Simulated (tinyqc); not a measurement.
Inside a calculation. Method: MP2 on RHF in the sto-3g basis, for H4, spin multiplicity 1. Computed by tinyqc, a small Python program that keeps every step (integrals from PySCF). Settings: charge = 0, multiplicity = 1, basis = sto-3g, method = RHF, energy threshold = 1e-10, iteration cap = 66, orthogonalisation = symmetric, start = atomic densities, DIIS depth = 6. Command: `OMP_NUM_THREADS=1 python tinyqc.py 26870 26871 out.jsonl` (the two numbers bound the seeds that draw the settings). One thread of a shared host (Intel(R) Xeon(R) Processor @ 2.60GHz), about 0.1 s of CPU time with the checks. The early iterations of the SCF are left out here.

## One-electron integrals

Geometry (angstrom):
```
atom       x       y       z
H     0.0000  0.0000  0.0000
H     0.0000  0.0000  0.8730
H     0.0000  0.0000  2.2960
H     0.0000  0.0000  3.1690
```

Basis sto-3g: exponents (1/bohr^2) and contraction coefficients of normalised primitives:
```
element  l (shell)  exponent  coefficient
H            s (1)    3.4253       0.1543
H            s (1)    0.6239       0.5353
H            s (1)    0.1689       0.4446
```

Overlap, kinetic and nuclear-attraction integrals over the contracted functions; the nuclear repulsion is the sum of Za Zb / Rab.

nuclear repulsion = 2.212135 hartree

overlap S:
```
        1H 1s   2H 1s   3H 1s   4H 1s
1H 1s  1.0000  0.5741  0.0719  0.0127
2H 1s  0.5741  1.0000  0.2864  0.0719
3H 1s  0.0719  0.2864  1.0000  0.5741
4H 1s  0.0127  0.0719  0.5741  1.0000
```

kinetic energy T (hartree):
```
         1H 1s    2H 1s    3H 1s    4H 1s
1H 1s   0.7600   0.1653  -0.0114  -0.0053
2H 1s   0.1653   0.7600   0.0171  -0.0114
3H 1s  -0.0114   0.0171   0.7600   0.1653
4H 1s  -0.0053  -0.0114   0.1653   0.7600
```

nuclear attraction V (hartree):
```
         1H 1s    2H 1s    3H 1s    4H 1s
1H 1s  -2.1996  -1.2525  -0.1396  -0.0237
2H 1s  -1.2525  -2.4024  -0.5804  -0.1396
3H 1s  -0.1396  -0.5804  -2.4024  -1.2525
4H 1s  -0.0237  -0.1396  -1.2525  -2.1996
```

core Hamiltonian H = T + V (hartree):
```
         1H 1s    2H 1s    3H 1s    4H 1s
1H 1s  -1.4395  -1.0871  -0.1510  -0.0290
2H 1s  -1.0871  -1.6423  -0.5633  -0.1510
3H 1s  -0.1510  -0.5633  -1.6423  -1.0871
4H 1s  -0.0290  -0.1510  -1.0871  -1.4395
```

## Two-electron integrals

Functions are numbered as in S; the eight-fold symmetry (ij|kl) = (ji|kl) = (kl|ij) leaves the list below.

Two-electron integrals (ij|kl) in chemists' order, unique and non-zero (hartree):
```
(11|11) 0.7746     (21|11) 0.3718     (21|21) 0.2180     (22|11) 0.5213
(22|21) 0.3718     (22|22) 0.7746     (31|11) 0.0312     (31|21) 0.0206
(31|22) 0.0405     (31|31) 0.0026     (32|11) 0.0964     (32|21) 0.0706
(32|22) 0.1570     (32|31) 0.0105     (32|32) 0.0474     (33|11) 0.2302
(33|21) 0.1638     (33|22) 0.3624     (33|31) 0.0312     (33|32) 0.1570
(33|33) 0.7746     (41|11) 0.0043     (41|21) 0.0030     (41|22) 0.0062
(41|31) 4.20e-04   (41|32) 0.0018     (41|33) 0.0062     (41|41) 7.38e-05
(42|11) 0.0196     (42|21) 0.0142     (42|22) 0.0312     (42|31) 0.0023
(42|32) 0.0105     (42|33) 0.0405     (42|41) 4.20e-04   (42|42) 0.0026
(43|11) 0.1117     (43|21) 0.0769     (43|22) 0.1638     (43|31) 0.0142
(43|32) 0.0706     (43|33) 0.3718     (43|41) 0.0030     (43|42) 0.0206
(43|43) 0.2180     (44|11) 0.1670     (44|21) 0.1117     (44|22) 0.2302
(44|31) 0.0196     (44|32) 0.0964     (44|33) 0.5213     (44|41) 0.0043
(44|42) 0.0312     (44|43) 0.3718     (44|44) 0.7746
```

## Orthogonalisation

S = U s U^T; symmetric (Loewdin) form X = U s^(-1/2) U^T, so that X^T S X = 1.

eigenvalues of S: 0.3299  0.4892  1.3710  1.8099

X:
```
         1H 1s    2H 1s    3H 1s    4H 1s
1H 1s   1.1693  -0.3818   0.0461  -0.0116
2H 1s  -0.3818   1.2147  -0.1993   0.0461
3H 1s   0.0461  -0.1993   1.2147  -0.3818
4H 1s  -0.0116   0.0461  -0.3818   1.1693
```

## Starting guess

The start is atomic minimal-basis densities projected into this basis (PySCF's MINAO start) and scaled to the electron count of each spin; this density is not idempotent, so its energy is not variational and may lie below the converged one.

D at the start:
```
        1H 1s   2H 1s   3H 1s   4H 1s
1H 1s  0.9483  0.0965  0.0174  0.0034
2H 1s  0.0965  0.9117  0.0930  0.0174
3H 1s  0.0174  0.0930  0.9117  0.0965
4H 1s  0.0034  0.0174  0.0965  0.9483
```

## Iteration 8 (converged): orbitals

converged F (hartree):
```
         1H 1s    2H 1s    3H 1s    4H 1s
1H 1s  -0.3002  -0.5351  -0.0926  -0.0088
2H 1s  -0.5351  -0.3296  -0.2254  -0.0926
3H 1s  -0.0926  -0.2254  -0.3296  -0.5351
4H 1s  -0.0088  -0.0926  -0.5351  -0.3002
```

Diagonalise F' = X^T F X, C = X C', fill 2 alpha and 2 beta electrons from the bottom; D = 2 C_occ C_occ^T. Each column has its largest component positive (the first on a tie).

F' = X^T F X (hartree):
```
         1        2        3        4
1   0.0165  -0.5545   0.0552  -0.0052
2  -0.5545   0.0473  -0.2264   0.0552
3   0.0552  -0.2264   0.0473  -0.5545
4  -0.0052   0.0552  -0.5545   0.0165
```

orbital energies (hartree): MO1 -0.5921, MO2 -0.4749, MO3 0.4244, MO4 0.7703

coefficients C:
```
          MO1      MO2      MO3      MO4
1H 1s  0.3389   0.4564   0.7821  -0.7619
2H 1s  0.4019   0.3969  -0.6406   0.9664
3H 1s  0.4019  -0.3969  -0.6406  -0.9664
4H 1s  0.3389  -0.4564   0.7821   0.7619
```

D after iteration 8:
```
         1H 1s    2H 1s    3H 1s    4H 1s
1H 1s   0.6463   0.6346  -0.0899  -0.1869
2H 1s   0.6346   0.6380   0.0080  -0.0899
3H 1s  -0.0899   0.0080   0.6380   0.6346
4H 1s  -0.1869  -0.0899   0.6346   0.6463
```

## Convergence

Stop when the energy changes by less than 1e-10 hartree and every element of the error matrix X^T (F D S - S D F) X is below 3e-06.

Course of the cycle:
```
iteration  E (hartree)     change  largest element of the error matrix
1            -1.540832          -                             2.24e-02
2            -2.183058  -6.42e-01                             3.85e-02
3            -2.182479   5.79e-04                             4.41e-02
4            -2.184792  -2.31e-03                             6.62e-03
5            -2.184845  -5.30e-05                             9.20e-06
6            -2.184845  -6.52e-11                             5.33e-06
7            -2.184845  -1.68e-11                             3.75e-06
8            -2.184845  -1.04e-11                             2.18e-06
```

PySCF RHF in the same basis = -2.184845 hartree

Converged in 8 iterations.

## Populations, bond orders and dipole

Mulliken: Z minus the diagonal of D S on the atom; Loewdin: the same with S^(1/2) D S^(1/2); Mayer order: 2 sum_s sum (D(s) S)_ij (D(s) S)_ji over the two atoms.

Charges (e):
```
atom  Mulliken  Loewdin
1H     -0.0018  -0.0075
2H      0.0018   0.0075
3H      0.0018   0.0075
4H     -0.0018  -0.0075
```

Mayer bond orders:
```
pair    order
2-1    0.9668
3-1   -0.0010
3-2    0.0341
4-1    0.0341
4-2   -0.0010
4-3    0.9668
```

dipole moment about the origin, x y z (debye): 0.0000  0.0000  0.0000

## Integrals over molecular orbitals

(pq|rs) = sum C_ip C_jq C_kr C_ls (ij|kl), one index at a time.

one-electron integrals over orbitals h = C^T H C (hartree):
```
         1        2        3        4
1  -1.7242   0.0000   0.1166   0.0000
2   0.0000  -1.6058   0.0000  -0.1062
3   0.1166   0.0000  -1.1254   0.0000
4   0.0000  -0.1062   0.0000  -0.8962
```

Two-electron integrals over orbitals (pq|rs), unique and non-zero (hartree):
```
(11|11) 0.4514    (21|21) 0.2017    (22|11) 0.4411    (22|22) 0.4503
(31|11) -0.0449   (31|22) -0.0022   (31|31) 0.1048    (32|21) 0.0673
(32|32) 0.1012    (33|11) 0.4388    (33|22) 0.4392    (33|31) -0.0121
(33|33) 0.4568    (41|21) 0.0205    (41|32) -0.0753   (41|41) 0.0882
(42|11) 0.0548    (42|22) 0.0172    (42|31) -0.1020   (42|33) 0.0147
(42|42) 0.1072    (43|21) -0.1940   (43|32) -0.0689   (43|41) -0.0180
(43|43) 0.2067    (44|11) 0.4703    (44|22) 0.4607    (44|31) -0.0495
(44|33) 0.4723    (44|42) 0.0605    (44|44) 0.5150
```

## Second-order Moller-Plesset energy

Hartree-Fock energy = -2.184845 hartree

E2 = sum_ijab (ia|jb) [2 (ia|jb) - (ib|ja)] / (e_i + e_j - e_a - e_b) over occupied i, j and virtual a, b; the opposite-spin part is (ia|jb)^2 / denominator, the rest is same-spin, and SCS-MP2 scales them by 6/5 and 1/3.

Terms:
```
i  j  a  b  (ia|jb)  (ib|ja)  denominator     term
1  2  3  4  -0.1020  -0.0753      -2.2618  -0.0058
2  1  4  3  -0.1020  -0.0753      -2.2618  -0.0058
2  2  3  3   0.1012   0.1012      -1.7986  -0.0057
1  1  3  3   0.1048   0.1048      -2.0331  -0.0054
2  2  4  4   0.1072   0.1072      -2.4904  -0.0046
1  1  4  4   0.0882   0.0882      -2.7249  -0.0029
2  1  3  4  -0.0753  -0.1020      -2.2618  -0.0016
1  2  4  3  -0.0753  -0.1020      -2.2618  -0.0016
```

Pair energies (hartree; pair i-j sums ij and ji):
```
pair  opposite spin  same spin
1-1         -0.0083     0.0000
2-1         -0.0142    -0.0006
2-2         -0.0103     0.0000
```

MP2 correlation energy = -0.033401 hartree

SCS-MP2 correlation energy = -0.039536 hartree

MP2 total energy = -2.218246 hartree
